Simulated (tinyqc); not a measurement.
Inside a calculation: sp3s* tight binding. Values are carried at full precision from step to step, so a last printed digit may differ when a step is redone from the rounded ones.

sp3s* tight binding, nearest neighbours only: anion (a) at 0, cation (c) at a/4 (1,1,1), orbitals s, px, py, pz, s* on each; k in units of 2 pi/a. With phases e_j = exp(i (pi/2) k.n_j) for n = (1,1,1), (1,-1,-1), (-1,1,-1), (-1,-1,1): g0 = (e1+e2+e3+e4)/4, g1 = (e1+e2-e3-e4)/4, g2 = (e1-e2+e3-e4)/4, g3 = (e1-e2-e3+e4)/4. The diagonal holds the levels Esa, Epa, Exa (s*) and Esc, Epc, Exc. Anion-cation block: <sa|sc> = Vss g0; <sa|xc> = Vsapc g1; <xa|sc> = -Vscpa g1; <xa|xc> = Vxx g0; <xa|yc> = <ya|xc> = Vxy g3, <xa|zc> = <za|xc> = Vxy g2, <ya|zc> = <za|yc> = Vxy g1; <s*a|xc> = Vxapc g1; <xa|s*c> = -Vpaxc g1; y and z take g2 and g3 in place of g1; s-s* and s*-s* vanish.

Constants: hbar^2/2m0 = 3.80998211 eV angstrom^2.

Inputs chosen for the exercise (near a published set for Ge, fitted to gaps, whose masses and valley positions are rough; not measured data):
```
symbol  value         unit      meaning
k       (0.68, 0, 0)  2 pi/a    wave vector
Esa     -5.842        eV        s level of the anion
Epa     1.61          eV        p level of the anion
Esc     -5.842        eV        s level of the cation
Epc     1.61          eV        p level of the cation
Exa     6.382         eV        s* level of the anion
Exc     6.382         eV        s* level of the cation
Vss     -6.804        eV        s-s
Vxx     1.617         eV        px-px
Vxy     4.913         eV        px-py
Vsapc   5.493         eV        s anion, p cation
Vscpa   5.493         eV        s cation, p anion
Vxapc   5.209         eV        s* anion, p cation
Vpaxc   5.209         eV        p anion, s* cation
a       5.66          angstrom  lattice constant
```

## Phase sums

Form g0 to g3 at this k.

g0, g1, g2, g3: 0.48175  0.87631i  0.00000  0.00000

## The Hamiltonian without spin-orbit coupling

Fill in the 10 x 10 matrix.

H(k) (eV):
```
           sa       xa        ya        za       s*a        sc       xc       yc       zc       s*c
sa    -5.8420        0         0         0         0   -3.2779  4.8136i        0        0         0
xa          0   1.6100         0         0         0  -4.8136i   0.7790        0        0  -4.5647i
ya          0        0    1.6100         0         0         0        0   0.7790  4.3053i         0
za          0        0         0    1.6100         0         0        0  4.3053i   0.7790         0
s*a         0        0         0         0    6.3820         0  4.5647i        0        0         0
sc    -3.2779  4.8136i         0         0         0   -5.8420        0        0        0         0
xc   -4.8136i   0.7790         0         0  -4.5647i         0   1.6100        0        0         0
yc          0        0    0.7790  -4.3053i         0         0        0   1.6100        0         0
zc          0        0  -4.3053i    0.7790         0         0        0        0   1.6100         0
s*c         0  4.5647i         0         0         0         0        0        0        0    6.3820
```

## Levels at this k

Diagonalise H, which belongs to k = (0.68, 0, 0) (2 pi/a). Four bands are filled (two electrons each); give the make-up of band 5, the lowest empty one.

levels (eV): -11.0176  -6.5668  -2.7652  -2.7652  0.9003  1.7355  5.9852  5.9852  9.4802  9.7685

weights of band 5: s 0.120, p 0.520, s* 0.360

weight of band 5 on atom a = 0.500

The vertical gap at this k is 3.6655 eV; band 5 is mostly p-like.

## Levels at Gamma

At k = 0 only g0 = 1 is left and H falls into 2 x 2 blocks [[E_a, V], [V, E_c]] with roots (E_a + E_c)/2 -/+ sqrt(((E_a - E_c)/2)^2 + V^2); the s* levels stay uncoupled. The direct gap runs from the highest lower root of the p blocks to the lowest upper root.

Blocks at Gamma (eV):
```
block            E_a      E_c        V  lower root  upper root
s (Gamma1)   -5.8420  -5.8420  -6.8040    -12.6460      0.9620
p (Gamma15)   1.6100   1.6100   1.6170     -0.0070      3.2270
```

direct gap at Gamma = 0.9690 eV

The lowest empty level at Gamma is s-like.

## Bands near the gap

Diagonalise at L = (1/2,1/2,1/2), X = (1,0,0), W = (1,1/2,0), K = (3/4,3/4,0) and at the fractions named between them; energies from the top of the valence band at Gamma; 4 bands are filled.

Levels (eV):
```
k        level 2  level 3  level 4  level 5  level 6
L         -7.982   -1.648   -1.648    0.819    2.467
L-G 0.5   -4.726   -0.959   -0.959    1.251    2.999
G          0.000    0.000    0.000    0.969    3.234
G-X 0.2   -1.559   -0.544   -0.544    1.860    2.654
G-X 0.4   -3.707   -1.553   -1.553    1.717    2.197
G-X 0.6   -5.788   -2.470   -2.470    1.053    1.929
G-X 0.7   -6.746   -2.822   -2.822    0.882    1.693
G-X 0.8   -7.632   -3.082   -3.082    0.823    1.438
G-X 0.9   -8.441   -3.242   -3.242    0.867    1.197
X         -9.171   -3.296   -3.296    0.999    0.999
W         -9.171   -3.296   -3.296    0.999    0.999
K         -8.718   -3.546   -2.813    0.914    1.188
K-G 0.5   -5.460   -2.348   -1.017    1.597    2.194
```

On these points the lowest empty level is lowest at L, 0.819 eV above the top.

## Valleys and masses

The lowest conduction level at Gamma, at its minimum on (x,0,0) for x from 0.5 to 1, and at the point L (L, and X where the search ends there, need not be minima in this model; a zero or negative inverse mass shows it). Inverse masses m0/m = (E(+h) + E(-h) - 2 E)/(2 c q^2) with c = hbar^2/2m0, q = h 2 pi/a, h = 0.002; longitudinal along the valley axis ([100] at Gamma and Delta, [111] at L), transverse along [010] or [1-10]. A dash: the next level lies within 0.15 eV, so a single mass has no use there.

Valleys:
```
valley  x (2 pi/a)  E - Ev (eV)  m0/m_l  m0/m_t
Gamma       0.0000       0.9690   14.57   14.57
Delta       0.8055       0.8227    1.10    0.54
L           0.5000       0.8187    0.41    1.29
```

Of these three the lowest is L, which makes the gap indirect, 0.8187 eV. At Delta m0/m_t is 0.54. This nearest-neighbour model is fitted to gaps: it places the Delta minimum and the masses at Delta and L only roughly (transverse masses can be several times too heavy), and since its bands are flat from X to W the transverse mass grows too heavy towards X; d orbitals or second neighbours cure this.

## Checks

- Direct gap at Gamma from the blocks against the full matrix: both 0.969000.

Run: tinyqc, `OMP_NUM_THREADS=1 python tinyqc.py 1450937 1450938 out.jsonl`; Intel(R) Xeon(R) Processor @ 2.30GHz, one thread, shared host; about 0.1 s of CPU time with all checks.
